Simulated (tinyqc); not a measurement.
Magnetisation curve: two coupled magnetic layers: synthetic antiferromagnet, spin flop, exchange bias and magnetoresistance. Computed by tinyqc, a small Python program. Command: `OMP_NUM_THREADS=1 python tinyqc.py 3006453 3006454 out.jsonl saf walk`. One thread of a shared host (Intel(R) Xeon(R) Processor @ 2.30GHz), about 0.3 s of CPU time with the checks.

Moments lie in the plane at the angles p1, p2 from the field. Energy per area: E = J1 cos(p1 - p2) + J2 cos^2(p1 - p2) - B M_s (t1 cos p1 + t2 cos p2) + K (t1 cos^2 p1 + t2 cos^2 p2).

Inputs (values chosen for the exercise, for a model stack):

| quantity | value | unit |
|---|---|---|
| saturation magnetisation M_s | 1040 | kA/m |
| thickness t1 | 2.1 | nm |
| thickness t2 | 1.9 | nm |
| antiferromagnetic coupling J1 | 0.23 | mJ/m^2 |
| biquadratic coupling J2 | 0 | mJ/m^2 |
| in-plane anisotropy K | 6.5 | kJ/m^3 |
| field over the saturation field | 0.36 | - |

Field direction: along the hard axis.

Method. The parallel state is stable while the Hessian at p1 = p2 = 0 is positive: with c = J1 + 2 J2 and u = B M_s - 2K, (u t1 - c)(u t2 - c) > c^2, so B_sat M_s = c (1/t1 + 1/t2) + 2K. B_K = 2K/M_s. The lowest minimum of E over both angles (from five starts; of two mirror images the one with p1 >= 0, and for equal layers |p1| <= |p2|).

saturation field B_sat = 234.208 mT

Equilibrium states:

| B/B_sat | B (mT) | p1 (degrees) | p2 (degrees) | m/m_sat |
|---|---|---|---|---|
| 0.02 | 4.68 | 87.845 | -89.864 | 0.0209 |
| 0.06 | 14.05 | 83.691 | -89.436 | 0.0624 |
| 0.12 | 28.10 | 78.242 | -88.014 | 0.1234 |
| 0.20 | 46.84 | 72.536 | -84.491 | 0.2032 |
| 0.30 | 70.26 | 66.802 | -78.428 | 0.3021 |
| 0.45 | 105.39 | 58.673 | -67.990 | 0.4510 |
| 0.60 | 140.52 | 49.717 | -56.668 | 0.6005 |
| 0.80 | 187.37 | 34.825 | -38.994 | 0.8001 |
| 0.95 | 222.50 | 17.276 | -19.150 | 0.9500 |
| 1.10 | 257.63 | 0.000 | 0.000 | 1.0000 |

From the first row the moments are canted and close at B_sat. The largest gap between m/m_sat and B/B_sat in the canted rows is 0.003.

Extremes, crossings and ranges named in words are read from the listed rows.
